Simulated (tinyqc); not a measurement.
UHF in the 6-311g basis, for He, spin multiplicity 1, step by step. One step of it, computed by the program tinyqc.

Question. Iteration 2: DIIS coefficients. Solve [B -1; -1 0][c; lambda] = [0; -1] for the coefficients, which sum to one.

B (overlaps of the stored error matrices):
$$\begin{pmatrix}
8.3198071e-01 & 2.7707872e-01 \\
2.7707872e-01 & 1.1811166e-01
\end{pmatrix}$$

Give: DIIS coefficients.

Answer.

DIIS coefficients: [-0.4015, 1.4015]
